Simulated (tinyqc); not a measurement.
Worked calculation: self-heating of a transistor with one or more fingers, with temperature-dependent conductivity. Computed by tinyqc, a small Python program that keeps every step. Command: `OMP_NUM_THREADS=1 python tinyqc.py 3010689 3010690 out.jsonl selfheat walk`. One thread of a shared host (Intel(R) Xeon(R) Processor @ 2.30GHz), about 0.1 s of CPU time with the checks. Intermediate numbers are printed to about 7 digits and carried at full precision; extremes and crossings named in words are read from the listed rows.

N long parallel fingers lie on the top face of a slab whose bottom is held at T_0; the top is otherwise insulated, and heat flows in two dimensions. P in W/mm is 1000 P in W/m.

Inputs (values chosen for the exercise, modelled on germanium):
```
quantity,value,unit
conductivity at the base temperature kappa_0,56.9,W/(m K)
exponent m in kappa ~ T^-m,1.29,-
base temperature T_0,323,K
power per gate width P,0.79,W/mm
fingers N,6,-
finger pitch s,11,micrometre
width of the heat source w,0.28,micrometre
substrate thickness t,120,micrometre
phonon free path Lambda,110,nm
power coefficient beta,9.6,1e-3/K
```

Power: power rises with temperature.

## Geometry factors

A line source of power P on the top face raises the top at distance x by (P/(pi kappa_0)) g(x), g(x) = -ln tanh(pi x/(4 t)) (the image sum for the slab). On a strip of width w the centre sees the mean of g over the strip, g_0 = 1 + ln(8 t/(pi w)) for w much below t.

own factor g_0 = 7.995169

g(j s), j = 1..7: [2.632887, 1.944892, 1.547931, 1.271988, 1.063657, 0.899027, 0.765226]

## Linear temperature rise of each finger

theta_i = (P/(pi kappa_0)) [g_0 + sum over j != i of g(|i - j| s)], with equal powers and constant conductivity; thermal resistance = largest theta/P.

theta of each finger (K): [72.72823, 79.66331, 82.63716, 82.63716, 79.66331, 72.72823]

largest theta = 82.63716 K

thermal resistance = 104.6040 K mm/W

The neighbours supply 57 % of the rise of the hottest finger, which runs 9.9 K above the outer ones.

## Correction for the falling conductivity

Kirchhoff transformation for kappa = kappa_0 (T/T_0)^-m: T = T_0 [1 - (m - 1) theta/T_0]^(-1/(m - 1)), where theta is the linear rise. The bracket vanishes at the power P T_0/((m - 1) theta).

peak temperature = 421.3581 K

true rise = 98.35815 K

true rise / linear rise = 1.190241

power at which the formula diverges = 10.64771 W/mm

The falling conductivity adds 19.0 % to the rise.

## Extra rise from ballistic phonons

Near a source smaller than the free path, Fourier's law overstates the flow. Rough estimate: a strip that emits phonons into a half space adds a resistance times area of 4 Lambda/(3 kappa_0), from the ballistic flux C v Delta T/4 with kappa_0 = C v Lambda/3, so Delta T_b = 4 Lambda P/(3 kappa_0 w); Knudsen number Lambda/w.

Knudsen number = 0.3928571

ballistic rise Delta T_b = 7.272575 K

Delta T_b / largest theta = 0.08800612

By this estimate the ballistic term is at most a fifth of the Fourier rise.

## Electrothermal feedback

The power follows P [1 + beta (T - T_0)] with T the peak temperature, for all fingers alike. Start at T_0 and repeat; stop when T changes by less than 1e-6 K, after 50 steps, or when the bracket falls below 0.05.

Iterations:
```
step,power (W/mm),T (K),change (K)
1,0.790000,421.358,98.358
2,1.535948,552.703,131.345
3,2.532066,823.889,271.186
4,4.588743,2257.039,1433.150
```

converged (1 yes, 0 no) = 0

peak temperature with feedback = 2257.039 K

Not converged: the change grows again, so heat and power feed each other with a loop gain above 1. No steady state lies ahead: thermal runaway of the model, not a fault of the solver.

Reruns converge with power per gate width P = 0.4; or with power per gate width P = 0.2. Reruns still fail with finger pitch s = 22.0; and with substrate thickness t = 60.0.

Checks made by the program: g(s) against the alternating image sum (relative difference 5e-07); Kirchhoff integral of kappa/kappa_0 from T_0 to T (relative difference below 1e-10).
